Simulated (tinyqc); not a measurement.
From results back to parameters: two-level Kane dispersion of a narrow-gap semiconductor. Three cases, with inputs chosen for the exercise.

Problem. In the two-level Kane model E = Eg/2 + sqrt(Eg^2/4 + (2/3) Ep c k^2), c = hbar^2/2m0, and the momentum mass is m(k) = (3/(2 Ep)) sqrt(Eg^2 + (8/3) Ep c k^2). It is given at the Fermi wave vectors kF = (3 pi^2 n)^(1/3) of two densities (1 cm^-3 = 1e-24 angstrom^-3).

Constants: hbar^2/2m0 = 3.80998211 eV angstrom^2.

Case 1.

Values chosen (out of a larger set: near those of InAs; not measured data): n12 = (4.6e+15, 7.6e+17) cm^-3 (two densities).

masses at the two densities (m0): 0.03012684  0.04193587

Case 2.

Values chosen (out of a larger set: near those of InAs; not measured data): n12 = (5.5e+15, 5.1e+17) cm^-3 (two densities).

masses at the two densities (m0): 0.03160456  0.04046617

Case 3.

Values chosen (out of a larger set: near those of GaSb; not measured data): n12 = (7.9e+15, 8e+17) cm^-3 (two densities).

masses at the two densities (m0): 0.04667300  0.05352460

Find: kF^2; Ep; edge mass; |Eg|.

Solution. m^2 = m0*^2 + (6 c/Ep) kF^2 is a straight line in kF^2: the slope gives Ep, the intercept the edge mass, and |Eg| = (2/3) Ep m0*. The sign of Eg does not enter. The two-level form takes Dso as infinite, which overstates the mass where Dso is not large against Eg.

Case 1.

kF^2 (1/angstrom^2): 2.6472e-05  0.00079706

Ep = 20.7 eV
edge mass = 0.02964 m0
|Eg| = 0.409 eV

Case 2.

kF^2 (1/angstrom^2): 2.9821e-05  0.00061093

Ep = 20.8 eV
edge mass = 0.03108 m0
|Eg| = 0.431 eV

Case 3.

kF^2 (1/angstrom^2): 3.7963e-05  0.00082478

Ep = 26.2 eV
edge mass = 0.04632 m0
|Eg| = 0.809 eV

Computed by tinyqc, one run a case: `OMP_NUM_THREADS=1 python tinyqc.py N N+1 out.jsonl` with N = 1080649, 1080654, 1080661; one thread of a shared Intel(R) Xeon(R) Processor @ 2.30GHz, about 0.01 s a run at most.
